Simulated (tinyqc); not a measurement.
# Worked calculation: Schottky barrier on an n-type semiconductor with a surface-enhanced doping, non-linear Poisson equation by Newton steps

Computed by the program tinyqc: `OMP_NUM_THREADS=1 python tinyqc.py 2020095 2020096 out.jsonl`, one thread of a shared Intel Xeon 2.30GHz, about 0.1 s for the whole run. Printed values are rounded.

One dimension, metal at x = 0, donor density C(x) = Nd + N0 exp(-x/Ls). Energies are counted from the electron Fermi level of the semiconductor and the conduction-band edge is Ec = -psi, so n = Nc exp(psi/Vt); holes follow the Fermi level of the metal, at -V, so p = Nv exp((V - psi - Eg)/Vt). Ends: psi(0) = V - phiB and psi = Vt ln(Nd/Nc) deep inside. Boltzmann statistics, full ionisation, no current, no image force in the Poisson equation.

Inputs (values chosen for the exercise); band and dielectric values close to those of gallium phosphide: temperature T = 250 K; band gap Eg = 2.28 eV; relative permittivity eps_r = 11; conduction-band density of states at T Nc = 1.35e19 cm^-3; valence-band density of states at T Nv = 1.45e19 cm^-3; donor density deep in the semiconductor Nd = 2.9e16 cm^-3; barrier height phiB = 1.16 eV; bias of the metal against the semiconductor V = 0.3 V; extra donor density at the surface N0 = 9.9e16 cm^-3; decay length Ls = 75 nm.

Constants: q = 1.602176634e-19 C, kB = 1.380649e-23 J/K, Vt = kB T/q, eps0 = 8.8541878128e-14 F/cm where lengths are in cm. Results are converted to the units shown.

## End potentials, built-in voltage, Debye length

psi_0 = V - phiB, psi_b = Vt ln(Nd/Nc), Vbi = phiB - Vt ln(Nc/Nd), LD = sqrt(eps0 eps_r Vt/(q Nd)), W = sqrt(2 eps0 eps_r (Vbi - V)/(q Nd)), hole density at the metal p_0 = Nv exp((phiB - Eg)/Vt).

psi_0 = -0.86 V
psi_b = -0.1323439 V
Vbi = 1.027656 V
LD = 21.25069 nm
W for uniform Nd = 174.6605 nm
p_0 = 3.829673e-4 cm^-3

The hole density at the metal is 1.3e-20 times Nd, so holes hardly matter.

## Doping on the mesh

```
node,x (nm)
0,0
1,33
2,70.5
3,113
4,161
5,216
6,278
7,349
8,429
9,521
10,624
11,742
12,875
13,1030
14,1200
```

C = Nd + N0 exp(-x/Ls), taken at the nodes.

```
node,donor density C (cm^-3)
0,1.28e17
1,9.275961e16
2,6.767216e16
3,5.094311e16
4,4.057044e16
5,3.455734e16
6,3.143137e16
7,2.994345e16
8,2.932469e16
9,2.909522e16
10,2.902412e16
11,2.900500e16
12,2.900085e16
13,2.900011e16
14,2.900001e16
```

## Couplings between neighbouring nodes

a_i = eps0 eps_r/h_i for the interval from node i to i + 1, with h_i = x_(i+1) - x_i in cm.

```
interval,coupling a_i (F/cm^2)
0,2.951396e-7
1,2.597228e-7
2,2.291672e-7
3,2.029085e-7
4,1.770838e-7
5,1.570904e-7
6,1.371776e-7
7,1.217451e-7
8,1.058653e-7
9,9.455929e-8
10,8.253904e-8
11,7.323012e-8
12,6.283617e-8
13,5.729180e-8
```

## Starting potential

A straight line in x from psi_0 = V - phiB to psi_b = Vt ln(Nd/Nc).

```
node,psi at the start (V)
0,-0.8600000
1,-0.8399895
2,-0.8172502
3,-0.7914791
4,-0.7623728
5,-0.7290219
6,-0.6914263
7,-0.6483734
8,-0.5998629
9,-0.5440760
10,-0.4816188
11,-0.4100660
12,-0.3294174
13,-0.2354285
14,-0.1323439
```

## Iteration 1: densities, residual and Jacobian diagonal

n_i = Nc exp(psi_i/Vt), p_i = Nv exp((V - psi_i - Eg)/Vt), rho_i = p_i - n_i + C_i, g_i = (n_i + p_i)/Vt. Box widths w_i = (h_(i-1) + h_i)/2 in cm. Residual F_i = a_i (psi_(i+1) - psi_i) - a_(i-1) (psi_i - psi_(i-1)) + q rho_i w_i; Jacobian: a_(i-1) and a_i beside the diagonal, b_i = -a_(i-1) - a_i - q g_i w_i on it. The two end nodes are fixed.

```
node,n (cm^-3),p (cm^-3)
0,62.15797,3.829673e-4
1,157.3590,1.512749e-4
2,452.1627,5.264581e-5
3,1495.610,1.591623e-5
4,5775.298,4.121774e-6
5,27158.08,8.765153e-7
6,1.555222e5,1.530616e-7
7,1.147367e6,2.074705e-8
8,1.090508e7,2.182878e-9
9,1.452930e8,1.638377e-10
10,2.638308e9,9.022629e-12
11,7.307476e10,3.257551e-13
12,3.087241e12,7.710596e-15
13,2.422722e14,9.825505e-17
14,2.9e16,8.208438e-19
```

```
node,residual F (C/cm^2),diagonal b (F/cm^2)
1,5.238759e-8,-5.548624e-7
2,4.336910e-8,-4.888901e-7
3,3.693299e-8,-4.320757e-7
4,3.347552e-8,-3.799922e-7
5,3.238967e-8,-3.341742e-7
6,3.348847e-8,-2.942680e-7
7,3.622089e-8,-2.589226e-7
8,4.040567e-8,-2.276104e-7
9,4.545029e-8,-2.004246e-7
10,5.138444e-8,-1.770985e-7
11,5.832113e-8,-1.557760e-7
12,6.690173e-8,-1.363969e-7
13,7.487209e-8,-1.494069e-7
```

## Iteration 1: Newton step

Solve the tridiagonal system a_(i-1) d_(i-1) + b_i d_i + a_i d_(i+1) = -F_i for nodes 1 to 13, with d = 0 on fixed nodes. Each component d is damped to sign(d) Vt ln(1 + |d|/Vt) before it is added.

```
node,"Newton step d, before damping (V)"
1,1.174545
2,2.307550
3,3.402376
4,4.456867
5,5.476100
6,6.418869
7,7.254366
8,7.898258
9,8.257062
10,8.178114
11,7.465143
12,5.865827
13,2.968125
```

```
node,psi after iteration 1 (V)
0,-0.8600000
1,-0.7534554
2,-0.7163592
3,-0.6822872
4,-0.6473970
5,-0.6096286
6,-0.5686233
7,-0.5229425
8,-0.4726053
9,-0.4158638
10,-0.3536131
11,-0.2840199
12,-0.2085486
13,-0.1291585
14,-0.1323439
```

## Iteration 2: densities, residual and Jacobian diagonal

As before.

```
node,n (cm^-3),p (cm^-3)
0,62.15797,3.829673e-4
1,8736.592,2.724686e-6
2,48884.23,4.869560e-7
3,2.376999e5,1.001451e-7
4,1.200564e6,1.982774e-8
5,6.930470e6,3.434756e-9
6,4.649358e7,5.119948e-10
7,3.875044e8,6.143020e-11
8,4.008947e9,5.937836e-12
9,5.583275e10,4.263532e-13
10,1.004172e12,2.370556e-14
11,2.539476e13,9.373772e-16
12,8.436825e14,2.821496e-17
13,3.362124e16,7.080188e-19
14,2.9e16,8.208438e-19
```

```
node,residual F (C/cm^2),diagonal b (F/cm^2)
1,3.057678e-8,-5.548624e-7
2,4.154254e-8,-4.888901e-7
3,3.620434e-8,-4.320757e-7
4,3.308416e-8,-3.799922e-7
5,3.214304e-8,-3.341742e-7
6,3.331331e-8,-2.942680e-7
7,3.608283e-8,-2.589227e-7
8,4.028431e-8,-2.276106e-7
9,4.532963e-8,-2.004286e-7
10,5.124043e-8,-1.771808e-7
11,5.805283e-8,-1.581394e-7
12,6.442416e-8,-2.264186e-7
13,-1.720236e-8,-4.183294e-6
```

## Iteration 2: Newton step

As before.

```
node,"Newton step d, before damping (V)"
1,0.921312
2,1.850530
3,2.722366
4,3.528602
5,4.265586
6,4.891754
7,5.365968
8,5.603915
9,5.497044
10,4.898251
11,3.596351
12,1.452611
13,0.017707
```

```
node,psi after iteration 2 (V)
0,-0.8600000
1,-0.6720464
2,-0.6201739
3,-0.5778651
4,-0.5374252
5,-0.4955931
6,-0.4516509
7,-0.4039851
8,-0.3527168
9,-0.2963885
10,-0.2366122
11,-0.1736409
12,-0.1175114
13,-0.1162347
14,-0.1323439
```

## Iteration 3: densities, residual and Jacobian diagonal

As before.

```
node,n (cm^-3),p (cm^-3)
0,62.15797,3.829673e-4
1,3.823617e5,6.225642e-8
2,4.247943e6,5.603765e-9
3,3.027512e7,7.862717e-10
4,1.978421e8,1.203206e-10
5,1.379166e9,1.726005e-11
6,1.060360e10,2.244943e-12
7,9.690629e10,2.456442e-13
8,1.046828e12,2.273962e-14
9,1.430224e13,1.664388e-15
10,2.293202e14,1.038045e-16
11,4.264686e15,5.581764e-18
12,5.773099e16,4.123343e-19
13,6.125558e16,3.886091e-19
14,2.9e16,8.208438e-19
```

```
node,residual F (C/cm^2),diagonal b (F/cm^2)
1,1.038753e-8,-5.548624e-7
2,3.959240e-8,-4.888901e-7
3,3.544280e-8,-4.320757e-7
4,3.267770e-8,-3.799922e-7
5,3.188480e-8,-3.341742e-7
6,3.312422e-8,-2.942685e-7
7,3.592377e-8,-2.589281e-7
8,4.012577e-8,-2.276773e-7
9,4.511715e-8,-2.014616e-7
10,5.052363e-8,-1.959436e-7
11,4.865892e-8,-5.538106e-7
12,-7.031446e-8,-6.318636e-6
13,-8.498145e-8,-7.522936e-6
```

## Iteration 3: Newton step

As before.

```
node,"Newton step d, before damping (V)"
1,0.679127
2,1.410868
3,2.067408
4,2.634238
5,3.099198
6,3.420366
7,3.546698
8,3.394128
9,2.841793
10,1.777454
11,0.351824
12,-0.007164
13,-0.011356
```

```
node,psi after iteration 3 (V)
0,-0.8600000
1,-0.5970331
2,-0.5297555
3,-0.4793183
4,-0.4337064
5,-0.3883987
6,-0.3423461
7,-0.2939038
8,-0.2435769
9,-0.1910486
10,-0.1412847
11,-0.1121886
12,-0.1236958
13,-0.1253559
14,-0.1323439
```

## Course of the Newton iteration

Stop when the largest undamped |d| is below 1e-9 V, or after 80 iterations.

Course of the iteration:
```
iteration,largest |F| (C/cm^2),largest |d| (V),at node
1,7.49e-8,8.26,9
2,6.44e-8,5.60,8
3,8.50e-8,3.55,7
4,9.35e-8,2.06,6
5,4.34e-8,1.09,5
6,3.94e-8,0.533,4
7,4.01e-8,0.238,3
8,3.17e-8,0.0840,3
9,1.41e-8,0.0197,1
10,3.84e-9,6.77e-3,1
11,4.91e-10,8.90e-4,1
12,9.93e-12,1.79e-5,1
13,4.12e-15,7.42e-9,1
14,< 1e-20,< 1e-12,1
```

Converged in 14 iterations. Once the step is below 0.1 Vt, 3 more iteration(s) reach the threshold: near the solution the error is roughly squared each time.

## Converged densities, field and barrier lowering

```
node,converged psi (V)
0,-0.8600000
1,-0.4677429
2,-0.2237020
3,-0.1352012
4,-0.1265194
5,-0.1285354
6,-0.1305069
7,-0.1316001
8,-0.1320831
9,-0.1322667
10,-0.1323243
11,-0.1323398
12,-0.1323432
13,-0.1323438
14,-0.1323439
```

n and p as above; E_i = -(psi_(i+1) - psi_i)/h_i; at the metal |E_0| = |E on interval 0| + q rho_0 (h_0/2)/(eps0 eps_r), rho_0 = p_0 - n_0 + C_0; image-force lowering dphi = sqrt(q |E_0|/(4 pi eps0 eps_r)).

```
node,n (cm^-3),p (cm^-3)
0,62.15797,3.829673e-4
1,5.024016e9,4.738136e-12
2,4.175413e14,5.701106e-17
3,2.539791e16,9.372609e-19
4,3.800279e16,6.263875e-19
5,3.460781e16,6.878353e-19
6,3.158130e16,7.537520e-19
7,3.001880e16,7.929854e-19
8,2.935326e16,8.109651e-19
9,2.910418e16,8.179057e-19
10,2.902647e16,8.200954e-19
11,2.900552e16,8.206878e-19
12,2.900094e16,8.208172e-19
13,2.900012e16,8.208404e-19
14,2.9e16,8.208438e-19
```

```
interval,field E (kV/cm)
0,-118.8658
1,-65.0776
2,-20.8237
3,-1.8087
4,0.3666
5,0.3180
6,0.1540
7,0.0604
8,0.0200
9,0.0056
10,0.0013
11,0.0003
12,0.0000
13,0.0000
```

|E_0| at the metal = 153.6084 kV/cm
image-force lowering = 44.84222 mV

A mesh of about 1000 nodes or more gives |E_0| = 149.5 kV/cm; the 15-node value is 2.8 % above it.
